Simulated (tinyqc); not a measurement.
Comparisons within one model: six-band Luttinger-Kohn model with strain. A value that a table varies takes the place of the one given here.

Six-band Luttinger-Kohn model in the basis |3/2,3/2>, |3/2,1/2>, |3/2,-1/2>, |3/2,-3/2>, |1/2,1/2>, |1/2,-1/2>, electron energies, zero at the top of the unstrained valence band. H = -[rows: (P+Q, -S, R, 0, -S/r2, r2 R); (-S*, P-Q, 0, R, -r2 Q, r32 S); (R*, 0, P-Q, S, r32 S*, r2 Q); (0, R*, S*, P+Q, -r2 R*, -S*/r2); (-S*/r2, -r2 Q, r32 S, -r2 R, P+Dso, 0); (r2 R*, r32 S*, r2 Q, -S/r2, 0, P+Dso)], r2 = sqrt(2), r32 = sqrt(3/2). Levels are twofold.

P = c g1 k^2 - av tr(e); Q = c g2 (kx^2 + ky^2 - 2 kz^2) - (b/2)(exx + eyy - 2 ezz); R = c sqrt3 [-g2 (kx^2 - ky^2) + 2i g3 kx ky] + (sqrt3/2) b (exx - eyy) - i d exy; S = 2 c sqrt3 g3 (kx - i ky) kz - d (exz - i eyz); c = hbar^2/2m0, e the strain tensor (not engineering shear).

s11 = (C11 + C12)/((C11 - C12)(C11 + 2 C12)), s12 = -C12/((C11 - C12)(C11 + 2 C12)), s44 = 1/C44; exx = s11 sxx + s12 (syy + szz) and cyclic, exy = s44 sxy/2; tension is positive. A uniaxial stress X along the unit vector n is s_ij = X n_i n_j.

Constants: hbar^2/2m0 = 3.80998211 eV angstrom^2.

Parameters, chosen for this exercise (near those of InAs; the results hold for these values, not for the real material): Dso = 0.389 eV (spin-orbit splitting); g1 = 19.99 (Luttinger gamma1); g2 = 8.51 (gamma2); g3 = 9.19 (gamma3); av = 1.01 eV (valence hydrostatic potential); b = -1.8 eV (tetragonal shear potential); d = -3.63 eV (trigonal shear potential); C11 = 83.9 GPa; C12 = 45.1 GPa; C44 = 39.9 GPa; load = uniaxial [001] (kind of stress); X1 = 1.7 GPa (size of the stress); E_h = 20 meV (hole energy below the top); X = -1.34 GPa (stress).

## Sweep of a uniaxial [001] stress

Edges at k = 0 and curvature masses of the top pair along [110] and [001] (step 0.0002 1/angstrom); at zero stress the top is fourfold and has no single curvature.

Edges and masses:

| X (GPa) | top (eV) | second (eV) | third (eV) | splitting (meV) | m [110] | m [001] |
|---|---|---|---|---|---|---|
| -2.10 | 0.1216 | -0.1096 | -0.4375 | 231.2 | 0.164 | 0.021 |
| -1.40 | 0.0747 | -0.0731 | -0.4150 | 147.8 | 0.137 | 0.022 |
| -0.70 | 0.0334 | -0.0365 | -0.3980 | 69.9 | 0.111 | 0.024 |
| 0.00 | 0.0000 | 0.0000 | -0.3890 | 0.0 | - | - |
| 0.70 | 0.0365 | -0.0226 | -0.3908 | 59.1 | 0.035 | 0.337 |
| 1.40 | 0.0731 | -0.0326 | -0.4051 | 105.7 | 0.035 | 0.337 |
| 2.10 | 0.1096 | -0.0304 | -0.4316 | 140.0 | 0.035 | 0.337 |

What can be read from the table?

The splitting reaches 231.2 meV under compression and 140.0 meV under the same tension; linear shear terms alone would make the two equal, and the difference comes from the coupling to the split-off band. At the ends of the sweep the top pair has a mass along [110] of 0.164 under compression and 0.035 under tension, so tension gives the lighter holes along [110]; along [001] it has 0.021 and 0.337. The top edge itself moves by +122 and +110 meV. The ends of the sweep mean strains up to 4.0 %, beyond the range of linear deformation potentials.

## Which stress helps holes along [110]

Each load has size X1 (biaxial: sxx = syy); masses are curvatures of the top pair at k = 0.

Results:

| load | splitting (meV) | top edge (meV) | m [110] | m [001] |
|---|---|---|---|---|
| uniaxial [110], compression | 119.4 | 56.8 | 0.022 | 0.167 |
| uniaxial [110], tension | 98.5 | 67.5 | 0.346 | 0.027 |
| uniaxial [100], compression | 183.0 | 94.2 | 0.038 | 0.149 |
| uniaxial [100], tension | 121.8 | 88.7 | 0.064 | 0.035 |
| uniaxial [111], compression | 98.3 | 43.8 | 0.031 | 0.050 |
| uniaxial [111], tension | 78.1 | 54.5 | 0.093 | 0.050 |
| biaxial (001), compression | 121.8 | 59.1 | 0.035 | 0.337 |
| biaxial (001), tension | 183.0 | 123.8 | 0.149 | 0.021 |

How do the results move?

The lightest mass along [110] (0.022) comes with uniaxial [110], compression. The largest splitting (183.0 meV) comes with uniaxial [100], compression; biaxial (001), tension. The heaviest mass along [001] (0.337), which lowers the confinement energy in a (001) channel, comes with biaxial (001), compression. The splitting per GPa follows b (s11 - s12) for loads along cube axes and d s44 for [111]: here 2 |b| (s11 - s12) = 92.8 and |d| s44/sqrt3 = 52.5 meV per GPa in the limit of large Dso; where the splitting nears Dso, mixing with the split-off band makes it depend on the sign of the load.

## Warping of the constant-energy contours (six-band Luttinger-Kohn model)

No strain (e = 0). In the plane kz = 0, |k| where the top and second pairs lie E_h below the top, against the angle from [100]; m = c k^2/E_h.

Contours:

| angle (degrees) | k top (1/angstrom) | k second (1/angstrom) | m top (m0) | m second (m0) |
|---|---|---|---|---|
| 0 | 0.0420 | 0.0120 | 0.337 | 0.028 |
| 9 | 0.0428 | 0.0120 | 0.349 | 0.028 |
| 18 | 0.0449 | 0.0120 | 0.384 | 0.027 |
| 27 | 0.0480 | 0.0119 | 0.440 | 0.027 |
| 36 | 0.0512 | 0.0119 | 0.499 | 0.027 |
| 45 | 0.0526 | 0.0119 | 0.527 | 0.027 |

What does this show?

The heavy contour reaches 1.251 times as far along [110] as along [100], the light one 0.987 times. The warping follows g3 - g2 = 0.68 and would vanish for g2 = g3. Along [100] the heavy mass is 1/(g1 - 2 g2) = 0.337 at any energy, while the light one is 0.0276, against 1/(g1 + 2 g2) = 0.0270 at the edge, for E_h/Dso = 0.05.

## What each parameter does

Edges at k = 0 under a uniaxial [001] stress X and the curvature mass of the top pair along [110] (step 0.0002 1/angstrom). Each row changes one parameter from the base and keeps the others.

Results:

| case | top (eV) | second (eV) | third (eV) | mass (m0) |
|---|---|---|---|---|
| base | 0.0709 | -0.0699 | -0.4133 | 0.135 |
| C44 = 31.92 GPa | 0.0709 | -0.0699 | -0.4133 | 0.135 |
| Dso = 0.311 eV | 0.0741 | -0.0699 | -0.3384 | 0.148 |
| d = -4.356 eV | 0.0709 | -0.0699 | -0.4133 | 0.135 |
| C11 = 100.68 GPa | 0.0448 | -0.0505 | -0.4046 | 0.120 |
| g3 = 7.352 | 0.0709 | -0.0699 | -0.4133 | 0.135 |
| b = -2.16 eV | 0.0897 | -0.0824 | -0.4197 | 0.145 |
| C12 = 36.08 GPa | 0.0531 | -0.0591 | -0.4090 | 0.125 |

What can be read from the table?

The largest shifts from the base row, up to three for each result and ties (the steps differ in size, so this ranks the rows, not the parameters). top (eV): C11 -0.0261, b +0.0188, C12 -0.0179; unchanged at the printed digits by C44, d and g3. second (eV): C11 +0.0195, b -0.0124, C12 +0.0108; unchanged at the printed digits by C44, Dso, d and g3. third (eV): Dso +0.0749, C11 +0.0087, b -0.0064; unchanged at the printed digits by C44, d and g3. mass (m0): C11 -0.015, Dso +0.013, b +0.010, C12 -0.010; unchanged at the printed digits by C44, d and g3. The Luttinger parameters multiply k^2 and cannot move the edges; av shifts all edges alike and leaves the mass.

Program tinyqc; command `OMP_NUM_THREADS=1 python tinyqc.py 1050088 1050089 out.jsonl`; about 0.03 s on one thread of a shared Intel(R) Xeon(R) Processor @ 2.30GHz.
